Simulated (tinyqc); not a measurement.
Wannier functions of a composite (isolated) pair of valence bands (bonds of an sp chain), step by step. Values are carried at full precision from step to step, so a last printed digit may differ when a step is redone from the rounded ones.

Each atom has a hybrid pointing left (<) and right (>). H(k): diagonal +V3 on A, -V3 on B; <A<|A>> = -V1a, <B<|B>> = -V1b, <A>|B<> = -V2, <B>|A<> = -V2p exp(ik); k in 1/a, Bloch sums with exp(ikR). The two lowest bands are filled. Trial functions in cell 0: g1 = cos(c) A> + sin(c) B<, and g2 = sin(c) B> + cos(c) A< of cell 1, whose Bloch vector has cos(c) exp(-ik) on A<. Projection A_mn = <psi_m|g_n>, S = A^+ A, Loewdin U = A S^(-1/2), Bloch-like states w_n = sum_m psi_m U_mn, H_W(k) = U^+ diag(E) U. P = sum_m |psi_m><psi_m| is free of phase choices, and S = g^+ P g, w = P g S^(-1/2).

Inputs chosen for the exercise: V2 = 4.61 eV (coupling in the bond A-B inside the cell); V2p = 3.23 eV (coupling in the bond to the next cell); V1a = 1.42 eV (coupling of the two hybrids on A); V1b = 1.75 eV (the same on B); V3 = 0 eV (A at +V3, B at -V3); j = 1 (mesh point, k = 2 pi j/N); N = 5 (k points); c = 35 degrees (trial bonds cos(c) on A, sin(c) on B); xb = 0.54 a (position of B (A at 0)).

## H at one mesh point

Fill in the matrix.

H(k) (eV), lower triangle (Hermitian):
```
                 A<       A>       B<  B>
A<                0
A>          -1.4200        0
B<                0  -4.6100        0
B>  -0.9981-3.0719i        0  -1.7500   0
```

## Levels and the projector on the filled bands

Diagonalise; P = sum over the two lowest states of |psi><psi|.

levels (eV): -5.4689  -2.6182  2.6182  5.4689

P, lower triangle (Hermitian):
```
                A<              A>              B<      B>
A<          0.5000
A>  0.0718-0.1070i          0.5000
B<               0  0.4820-0.0330i          0.5000
B>  0.1038+0.4718i               0  0.0952-0.0868i  0.5000
```

The filled states put 2.000 electrons on A and 2.000 on B at this k.

## Loewdin orthogonalisation

The trial vectors are the columns g1 = (0, cos c, sin c, 0), g2 = (cos c exp(-ik), 0, 0, sin c), k = 2 pi j/N. Form S = g^+ P g, its eigenvalues, S^(-1/2), and w = P g S^(-1/2).

S:
```
                 1                2
1           0.9529  -0.0221-0.0394i
2  -0.0221+0.0394i           0.9518
```

eigenvalues of S: 0.9072  0.9976

S^(-1/2):
```
                1               2
1          1.0253  0.0119+0.0213i
2  0.0119-0.0213i          1.0259
```

w:
```
                 1                2
A<  0.0485+0.0781i   0.1898-0.6749i
A>  0.7008+0.0198i  -0.0591-0.0704i
B<  0.7005-0.0283i   0.0647+0.0653i
B>  0.0649-0.0651i   0.7000+0.0401i
```

The combinations of the trial bonds that diagonalise S lie 90.7 to 99.8 % inside the filled space; an eigenvalue near zero would mark a poor choice.

## The Hamiltonian in the new basis

H_W = w^+ H w; its eigenvalues must be the two filled levels.

H_W(k) (eV):
```
               1              2
1         -4.734  -1.075+0.632i
2  -1.075-0.632i         -3.354
```

eigenvalues (eV): -5.469  -2.618

## Hoppings between the Wannier functions

H_mn(R) = (1/N) sum_k exp(-ikR) H_W,mn(k), the coupling of function m in cell 0 to function n in cell R.

H(R) (eV):
```
R        11       12       21       22
-2   0.0042  -0.0084  -0.0024   0.0042
-1   0.0759  -0.6851  -0.0243   0.0759
0   -4.7737  -0.8648  -0.8648  -3.3937
1    0.0759  -0.0243  -0.6851   0.0759
2    0.0042  -0.0024  -0.0084   0.0042
```

The bond levels are -4.774 and -3.394 eV, against -sqrt(V2^2 + V3^2) = -4.610 and -3.230 for isolated bonds. Neighbouring bonds couple by -0.865 eV through B; the bond-orbital estimate is -V1b (1 + ap)/2 = -0.875 with the mean V2 in ap = V3/sqrt(V2^2 + V3^2).

## The functions in real space

w_n(R) = (1/N) sum_k exp(ikR) w_n(k); point-like hybrids at R (A) and R + xb (B) give centres and spreads.

Function 1:
```
R        A<       A>       B<       B>
-2  -0.0005   0.0012  -0.0005  -0.0046
-1   0.0022   0.0131  -0.0110  -0.0627
0    0.0661   0.6997   0.6995   0.0794
1   -0.0765  -0.0068   0.0173   0.0030
2   -0.0061  -0.0003   0.0016  -0.0003
```

centres (a): 1 0.2720, 2 0.7680

spreads (a^2): 1 0.0784, 2 0.0599

Function 1 has 97.9 % of its weight on the two hybrids of its bond. Its centre lies +0.0020 a from the middle of the bond.

## Checks

- Eigenvalues of H_W against the filled levels: they agree to 1e-10 or better.
- W^+ w against the unit matrix: they agree to 1e-10 or better.

tinyqc: `OMP_NUM_THREADS=1 python tinyqc.py 1480987 1480988 out.jsonl`; about 0.2 s, one thread, shared Intel(R) Xeon(R) Processor @ 2.30GHz.
